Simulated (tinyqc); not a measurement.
Cahn-Hilliard equation on a periodic one-dimensional grid: one step, computed by the program tinyqc.

Free energy F = h sum_j [A (c_j^2 - 1)^2/4 + (kappa/2) ((c_(j+1) - c_j)/h)^2]; dc/dt = Lap(mu), mu = A (c^3 - c) - kappa Lap(c), Lap(y)_j = (y_(j+1) - 2 y_j + y_(j-1))/h^2, mobility 1; the grid has n = 12 points.

Problem. The first step. Start: c_j = c0 + amplitude x (z_j - mean of z). c(new) = c + dt Lap(mu).

Inputs (values chosen for the exercise, in reduced units):
```
quantity                    value  unit
spacing h                       1     -
well depth A                    1     -
gradient coefficient kappa      1     -
mean composition c0          0.31     -
noise amplitude              0.05     -
time step dt                0.056     -
```

Scheme: explicit Euler.

random numbers: -0.318  0.132  -0.622  0.728  0.600  0.962  0.775  0.603  -0.797  -0.117  -0.943  0.990

Give: c at the start; mu at the start; c after one step; F at the start; F after one step.

Solution.

c at the start: 0.2858  0.3083  0.2706  0.3381  0.3317  0.3498  0.3404  0.3318  0.2618  0.2958  0.2545  0.3512

mu at the start: -0.3504  -0.2188  -0.3560  -0.2255  -0.3197  -0.2795  -0.3017  -0.2339  -0.3479  -0.1947  -0.3760  -0.1458

c after one step: 0.3046  0.2932  0.2856  0.3255  0.3392  0.3463  0.3455  0.3217  0.2768  0.2771  0.2776  0.3269

F at the start = 2.460

F after one step = 2.452
